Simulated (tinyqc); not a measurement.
Potential-pH (Pourbaix) lines of a metal, its cation, its oxide and an oxyanion, with a complexing ligand: one step, computed by the program tinyqc.

Potentials are against the standard hydrogen electrode; solids and water have unit activity; dG_f of M, H+ and the electron is zero; F = e N_A and s = R T ln(10)/F. The cation carries z = 2.

Question. A complexing ligand. M2+ + 2e = M; MO + 2H+ + 2e = M + H2O; MO2(2-) + 4H+ + 2e = M + 2H2O. For each, E0 = -dG/(z F), and E = E0 + (s/z) log10 a - (s n_H/z) pH, with no activity term for the oxide. The free ligand is c_L/(1 + 10^(pKa - pH)) (ligand in excess); dissolved metal is a in all, so the free cation is a/alpha, alpha = 1 + beta [L]; the cation line drops by (s/z) log10 alpha.

Inputs (values chosen for the exercise, modelled on tin):
```
quantity,value,unit
temperature T,298.15,K
log10 of the dissolved activity a,-5,-
pH,5.9,-
log10 of the stability constant beta of ML,5.8,-
pKa of HL,6.4,-
total ligand c_L,0.0038,mol/L
```

Species: M, M2+, MO, MO2(2-).

E0 (V): cation -0.1390367, oxide -0.0698552, oxyanion 0.8688367

s = 0.05915935 V

Give: free ligand; log10 alpha; cation line with ligand; that line less the oxide line.

Answer.

free ligand = 9.130e-04 mol/L

log10 alpha = 2.761

cation line with ligand = -0.3686 V

that line less the oxide line = 0.05028 V

The oxide still lies below the complexed cation at this pH.
